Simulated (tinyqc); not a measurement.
Pariser-Parr-Pople SCF with singles CI, for the molecule Nc1cccccc1=O (SMILES; centres numbered as the heavy atoms are written), step by step. One step of it, computed by the program tinyqc.

Question. Iteration 1: orbitals and new P. Diagonalise F (the basis is taken as orthonormal) and form P = 2 sum c c over the lowest orbitals; 0.5 of the old P is kept.

F (eV):
```
            1N         2C         3C         4C         5C         6C         7C         8C
1N  -12.174730  -4.746647   0.515143   0.416390  -0.342657  -0.179673   0.483861   0.115466
2C   -4.746647  -6.853164  -4.036346  -0.041885   0.235114   0.095019  -0.168574  -3.638746
3C    0.515143  -4.036346  -5.955589  -4.494903   0.296357   0.336355  -0.198092  -0.142400
4C    0.416390  -0.041885  -4.494903  -4.995316  -4.328264  -0.044566   0.358855   0.094542
5C   -0.342657   0.235114   0.296357  -4.328264  -4.840723  -4.291183   0.295803   0.207118
6C   -0.179673   0.095019   0.336355  -0.044566  -4.291183  -4.578462  -4.541040  -0.040596
7C    0.483861  -0.168574  -0.198092   0.358855   0.295803  -4.541040  -4.807781  -3.958277
8C    0.115466  -3.638746  -0.142400   0.094542   0.207118  -0.040596  -3.958277  -5.248092
9O    0.186135   0.126477   0.469329  -0.179540  -0.324010   0.409630   0.478278  -5.049717

           9O
1N   0.186135
2C   0.126477
3C   0.469329
4C  -0.179540
5C  -0.324010
6C   0.409630
7C   0.478278
8C  -5.049717
9O  -9.567308
```

pi electrons, sum of z_r less the charge = 10

P at the start:
```
           1N         2C         3C         4C         5C         6C         7C         8C
1N   1.303936   0.755357  -0.243418  -0.274848   0.264286   0.138557  -0.319358  -0.054558
2C   0.755357   0.986967   0.511140   0.022199  -0.144978  -0.058582   0.089354   0.362450
3C  -0.243418   0.511140   1.162516   0.682828  -0.157117  -0.207394   0.122154   0.075481
4C  -0.274848   0.022199   0.682828   0.983200   0.620412   0.023619  -0.221268  -0.058289
5C   0.264286  -0.144978  -0.157117   0.620412   1.163936   0.606538  -0.156823  -0.127715
6C   0.138557  -0.058582  -0.207394   0.023619   0.606538   0.983494   0.700091   0.021516
7C  -0.319358   0.089354   0.122154  -0.221268  -0.156823   0.700091   1.161833   0.481935
8C  -0.054558   0.362450   0.075481  -0.058289  -0.127715   0.021516   0.481935   0.988304
9O  -0.090846  -0.060861  -0.313851   0.140017   0.252724  -0.273951  -0.230161   0.779350

           9O
1N  -0.090846
2C  -0.060861
3C  -0.313851
4C   0.140017
5C   0.252724
6C  -0.273951
7C  -0.230161
8C   0.779350
9O   1.265814
```

Give: orbital energies; P after iteration 1.

Answer.

orbital energies (eV): -15.9447  -13.4916  -12.2200  -10.4197  -8.4933  -2.3693  -1.5090  2.3708  3.0557

P after iteration 1:
```
         1N       2C       3C       4C       5C       6C       7C       8C
1N   1.5143   0.6378  -0.2600  -0.2030   0.2370   0.1112  -0.2701  -0.0792
2C   0.6378   0.9596   0.5723   0.0475  -0.2070  -0.0842   0.1530   0.3907
3C  -0.2600   0.5723   1.1127   0.6582  -0.0899  -0.2096   0.0447   0.1022
4C  -0.2030   0.0475   0.6582   0.9552   0.6459   0.0589  -0.2454  -0.0999
5C   0.2370  -0.2070  -0.0899   0.6459   1.0831   0.6046  -0.0795  -0.1521
6C   0.1112  -0.0842  -0.2096   0.0589   0.6046   0.9491   0.7024   0.0754
7C  -0.2701   0.1530   0.0447  -0.2454  -0.0795   0.7024   1.0835   0.5035
8C  -0.0792   0.3907   0.1022  -0.0999  -0.1521   0.0754   0.5035   0.9146
9O  -0.0455  -0.0834  -0.2728   0.1381   0.2240  -0.2414  -0.2360   0.7169

         9O
1N  -0.0455
2C  -0.0834
3C  -0.2728
4C   0.1381
5C   0.2240
6C  -0.2414
7C  -0.2360
8C   0.7169
9O   1.4279
```
